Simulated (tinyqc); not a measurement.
Choosing the offset: vacuum evaporation: vapour pressure, source flux, thickness distribution, purity and step coverage. Computed by tinyqc, a small Python program. Command: `OMP_NUM_THREADS=1 python tinyqc.py 3113873 3113874 out.jsonl evap walk`. One thread of a shared host (Intel(R) Xeon(R) Processor @ 2.30GHz), about 0.01 s of CPU time with the checks.

Molecular flow, unit sticking of the metal, no re-evaporation. The background gas is taken as water vapour (18.015 g/mol, collision diameter 0.37 nm) at 300 K.

Inputs (values chosen for the exercise, modelled on copper, with constants for the liquid): directionality n = 1; source-to-wafer distance h = 52 cm; wafer radius R = 7.5 cm.

Method. Rotating wafer, source offset by s and facing upwards: thickness at radius r is the mean over the angle a of (1 + (r^2 + s^2 - 2 r s cos a)/h^2)^(-(n + 3)/2), by 360 equal steps; non-uniformity (max - min)/(max + min) over 21 radii from 0 to R. The curvature at the centre vanishes at s/h = sqrt(2/(n + 3)).

Against the offset:
```
s/h  centre thickness  edge over centre  non-uniformity (%)
0.0            1.0000            0.9597              2.0586
0.2            0.9246            0.9654              1.7582
0.4            0.7432            0.9791              1.0578
0.5            0.6400            0.9865              0.6781
0.6            0.5407            0.9934              0.3303
0.7            0.4504            0.9993              0.0346
0.8            0.3718            1.0040              0.2017
0.9            0.3052            1.0076              0.3807
1.1            0.2047            1.0120              0.5961
```

What follows from these numbers?

The best row, s/h = 0.7, has 0.035 % against 2.1 % on the axis, at the price of a rate lower by a factor 2.22; the small-wafer optimum is sqrt(2/(n + 3)) = 0.71.

Extremes, crossings and ranges named in words are read from the listed rows.
